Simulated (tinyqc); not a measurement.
Inside a calculation: carrier statistics of a doped semiconductor with parabolic bands. Values are carried at full precision from step to step, so a last printed digit may differ when a step is redone from the rounded ones.

Constants: kB = 8.617333262e-05 eV/K; hbar^2/2m0 = 3.80998211 eV angstrom^2.

Values chosen for the exercise (near those of Si; the results hold for these values, not for the real material): Eg0 = 1.173 eV (gap at 0 K); al = 0.000469 eV/K (Varshni alpha); be = 638 K (Varshni beta); T = 300 K; ml = 0.909 m0 (longitudinal electron mass); mt = 0.192 m0 (transverse electron mass); Mv = 6 (equivalent valleys); mhh = 0.542 m0 (heavy-hole mass); mlh = 0.154 m0 (light-hole mass); ND = 3.3e+14 1/cm^3 (donors); NA = 7.8e+14 1/cm^3 (acceptors); ED = 0.0451 eV (donor level below Ec); EA = 0.045 eV (acceptor level above Ev).

## Gap and thermal energy

Eg(T) = Eg0 - al T^2/(T + be) (Varshni).

Eg = 1.12800 eV
kT = 0.025852 eV

The gap has shrunk by 45.0 meV from 0 K and is 43.6 kT wide.

## Effective densities of states

m_de = Mv^(2/3) (ml mt^2)^(1/3); m_dh = (mhh^(3/2) + mlh^(3/2))^(2/3); N = 2 (m kB T/(4 pi c))^(3/2) with c = hbar^2/2m0, in 1/angstrom^3; times 1e24 for 1/cm^3.

m_de = 1.0645 m0
m_dh = 0.5954 m0
Nc = 2.7562e+19 1/cm^3
Nv = 1.1530e+19 1/cm^3

The light holes supply 13.2 % of Nv, and Nc/Nv = 2.39.

## Intrinsic density and level

With Boltzmann statistics ni = sqrt(Nc Nv) exp(-Eg/2kT) and Ei = Eg/2 + (kT/2) ln(Nv/Nc), counted from Ev.

ni = 5.97e+09 1/cm^3
Ei = 0.5527 eV

Ei lies 11.3 meV below midgap, towards the band with the smaller density of states.

## Neutrality by bisection

Energies are counted from Ev, so Ec = Eg. n = Nc F_1/2((EF - Eg)/kT), p = Nv F_1/2(-EF/kT), ND+ = ND/(1 + 2 exp((EF - Eg + ED)/kT)), NA- = NA/(1 + 4 exp((EA - EF)/kT)); neutrality asks p + ND+ = n + NA-. F_j(eta) = (1/Gamma(j + 1)) integral_0^infinity x^j dx/(1 + exp(x - eta)), which tends to exp(eta) for eta << 0.

Start from the bracket [-0.2 eV, Eg + 0.2 eV]; at the midpoint EF take the sign of p + ND+ - n - NA-; where it is positive EF must rise. Fourteen steps are shown.

Bisection (eV, 1/cm^3):
```
step       low     high       EF         n         p       ND+       NA-  sign
1     -0.20000  1.32800  0.56400  9.24e+09  3.86e+09  3.30e+14  7.80e+14     -
2     -0.20000  0.56400  0.18200  3.53e+03  1.01e+16  3.30e+14  7.65e+14     +
3      0.18200  0.56400  0.37300  5.71e+06  6.25e+12  3.30e+14  7.80e+14     -
4      0.18200  0.37300  0.27750  1.42e+05  2.51e+14  3.30e+14  7.80e+14     -
5      0.18200  0.27750  0.22975  2.24e+04  1.59e+15  3.30e+14  7.78e+14     +
6      0.22975  0.27750  0.25362  5.64e+04  6.33e+14  3.30e+14  7.79e+14     +
7      0.25362  0.27750  0.26556  8.95e+04  3.99e+14  3.30e+14  7.79e+14     -
8      0.25362  0.26556  0.25959  7.11e+04  5.02e+14  3.30e+14  7.79e+14     +
9      0.25959  0.26556  0.26258  7.98e+04  4.47e+14  3.30e+14  7.79e+14     -
10     0.25959  0.26258  0.26109  7.53e+04  4.74e+14  3.30e+14  7.79e+14     +
11     0.26109  0.26258  0.26183  7.75e+04  4.60e+14  3.30e+14  7.79e+14     +
12     0.26183  0.26258  0.26221  7.86e+04  4.54e+14  3.30e+14  7.79e+14     +
13     0.26221  0.26258  0.26239  7.92e+04  4.51e+14  3.30e+14  7.79e+14     +
14     0.26239  0.26258  0.26248  7.95e+04  4.49e+14  3.30e+14  7.79e+14     -
```

Each step halves the bracket, which is 0.187 meV wide at the last row.

## The neutral state

Solve the neutrality condition for EF to convergence.

EF = 0.2625 eV
n = 7.94e+04 1/cm^3
p = 4.49e+14 1/cm^3
ND+ = 3.30e+14 1/cm^3
NA- = 7.79e+14 1/cm^3

The material is p-type; 99.9 % of the acceptors are ionised. EF lies 10.15 kT inside the gap from the valence edge, so Boltzmann statistics would serve; n p/(Nc Nv exp(-Eg/kT)) = 1.000.

## Checks

- F_1/2(1) by the trapezoid rule against adaptive quadrature: both 1.575641.
- Positive against negative charge at the solution (1/cm^3): both 7.79307e+14.

Run: tinyqc, `OMP_NUM_THREADS=1 python tinyqc.py 1650392 1650393 out.jsonl`; Intel(R) Xeon(R) Processor @ 2.30GHz, one thread, shared host; about 0.01 s of CPU time with all checks.
